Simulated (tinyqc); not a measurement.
Deep-level transient spectroscopy: one step of the calculation.

Schottky contact on an n-type layer with shallow donors Nd (all ionised) and a donor-like deep trap, neutral when filled and positive when empty; depletion approximation. Traps within lam of the depletion edge stay filled. A long pulse to Vp fills the traps beyond x1 = Wp - lam; back at Vr those between x1 and x2 = Wr - lam emit. A rate window reads S = C(t2) - C(t1).

Problem. Widths. lam = sqrt(2 eps0 eps_r (EF - ET)/(q Nd)), EF - ET = Et - (kB T/q) ln(Nc(T)/Nd), Nc(T) = Nc (T/300 K)^1.5. In the steady state at the band bending V, 2 eps0 eps_r V/q = Nd W^2 + Nt (W - lam)^2 (the second term only if W > lam). V = Vbi + Vr gives Wr and V = Vbi + Vp gives Wp; x1 = max(Wp - lam, 0).

Values chosen for this exercise; material values close to those of gallium nitride: relative permittivity eps_r = 9.46; conduction-band density of states at 300 K Nc = 2.31e18 cm^-3; shallow donor density Nd = 1.7e15 cm^-3; built-in voltage Vbi = 1.4 V; depth of the trap below the conduction edge Et = 0.7 eV; trap density Nt = 1.2e14 cm^-3; reverse bias Vr = 8.4 V; reverse bias during the filling pulse Vp = 0.4 V; temperature of the transient T = 416 K.

Constants: q = 1.602176634e-19 C, kB = 1.380649e-23 J/K, eps0 = 8.8541878128e-14 F/cm where lengths are in cm. Results are converted to the units shown.

Give: lam; Wr; Wp; x1; x2; G = (x2^2 - x1^2)/Wr^2.

Solution.

lam = 510.5 nm
Wr = 2403 nm
Wp = 1043 nm
x1 = 532.1 nm
x2 = 1893 nm
G = (x2^2 - x1^2)/Wr^2 = 0.5712

tinyqc, about 0.01 s, one thread, Intel Xeon 2.30GHz (shared host): `OMP_NUM_THREADS=1 python tinyqc.py 2050021 2050022 out.jsonl`
